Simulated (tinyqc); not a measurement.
## Van der Pauw, Hall and four-point-probe measurements on a doped layer: correction factor against the shape of the sample

A uniform p-type layer with sheet resistance Rs = 1/(q ns mu), point contacts, low field (mu B small).

Rs = 1/(q ns mu). For a rectangle with contacts at the corners, RA = (8 Rs/pi) sum_(k>=0) ln coth((2k + 1) pi a/(2 b)) with current along a short side b and voltage along the opposite one, RB the same with a and b exchanged. ar = a/b. F = Rs/[(pi/ln 2)(RA + RB)/2]; small-asymmetry estimate 1 - (ln 2/2) d^2 - ((ln 2)^2/4 - (ln 2)^3/12) d^4 with d = (RB - RA)/(RB + RA).

Parameters, values chosen for the exercise:
- ns = 3.2e13 cm^-2 (sheet density of the layer)
- mu = 23 cm^2/(V s) (drift mobility)

Constants: q = 1.602176634e-19 C. Results are converted to the units shown.

Correction factor against the shape of the sample:
```
ar    RA (ohm)  RB (ohm)  RB/RA       F  estimate of F
1         1871      1871  1.000   1.000          1.000
1.14      1203      2760  2.293  0.9442         0.9444
1.29     750.8      3821  5.089  0.8185         0.8249
1.43     483.5      4880  10.09  0.6977         0.7254
1.57     311.4      5984  19.22  0.5944         0.6577
1.71     200.6      7117  35.48  0.5114         0.6167
1.86     125.2      8351  66.70  0.4415         0.5917
2        80.65      9517  118.0  0.3899         0.5787
```

What does the comparison show?

RB/RA rises from 1.00 to 118 and F falls from 1.00 to 0.390. The estimate is 0.78 % above F at a/b = 1.29 and 48 % above it in the last row. RA shrinks about as exp(-pi a/b): by a factor of 1.55 between the last two rows, against 1.55.

tinyqc, about 0.04 s, one thread, Intel Xeon 2.30GHz (shared host): `OMP_NUM_THREADS=1 python tinyqc.py 2850122 2850123 out.jsonl`
